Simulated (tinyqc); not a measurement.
Two branches across an indirect gap: complex band structure along [001] in sp3s* tight binding.

For k = (0, 0, kz) the phase sums are g0 = cos(phi) and g3 = i sin(phi), phi = kz a/4, and the s, pz, s* orbitals of anion (a) and cation (c) decouple from px, py. With z = exp(i phi), H(z) = H0 + z T + T^T/z for any complex z. H0 is diagonal (Esa, Epa, Exa, Esc, Epc, Exc). The anion-cation block is B(z) = z U + W/z and the cation-anion block z W^T + U^T/z, where U has Vss/2 (s,s), Vsapc/2 (s,z), -Vscpa/2 (z,s), Vxx/2 (z,z), Vxapc/2 (s*,z), -Vpaxc/2 (z,s*), and W has the same values with the s-z and s*-z signs reversed. |z| = 1 is a band state, |z| < 1 decays along [001] as exp(-kappa d) over a distance d, kappa = -(4/a) ln|z|. No spin-orbit coupling.

Values chosen for the exercise (out of a larger set: near a published set for Ge, fitted to gaps, whose masses and valley positions are rough (light masses up to twice too heavy); not measured data): p = (-5.901, 1.597, -5.901, 1.597, 6.315, 6.315, -6.76, 1.625, 4.904, 5.423, 5.423, 5.191, 5.191) eV (order Esa, Epa, Esc, Epc, Exa, Exc, Vss, Vxx, Vxy, Vsapc, Vscpa, Vxapc, Vpaxc); a = 5.657 angstrom (lattice constant); Eg = 0.742 eV (top of the energy range, the indirect gap).

Ev = -0.02800 eV

The smallest kappa with Re kz = 0 and the smallest with Re kz > 0, at energies E from Ev; a dash: no such root.

Decay constants:
```
E/Eg  E (eV)  kappa at Gamma (1/angstrom)  kappa off Gamma (1/angstrom)  its Re kz (2 pi/a)
0.05  0.0371                       0.0221                        0.4028               0.788
0.20  0.1484                       0.0416                        0.3741               0.791
0.35  0.2597                       0.0513                        0.3420               0.794
0.50  0.3710                       0.0563                        0.3057               0.798
0.65  0.4823                       0.0576                        0.2631               0.802
0.80  0.5936                       0.0551                        0.2105               0.806
0.90  0.6678                       0.0510                        0.1651               0.808
0.97  0.7197                       0.0466                        0.1229               0.810
```

The branch at Gamma decays more slowly on all rows listed; the other takes over only closer to its band edge, where its kappa goes to zero. The two differ in Re kz, so passing from one to the other needs kz from an abrupt interface, a steep field, a phonon or a defect. Valleys off the [001] axis, such as L, are not seen on these branches.

tinyqc: `OMP_NUM_THREADS=1 python tinyqc.py 1450451 1450452 out.jsonl`; about 0.01 s, one thread, shared Intel(R) Xeon(R) Processor @ 2.30GHz.
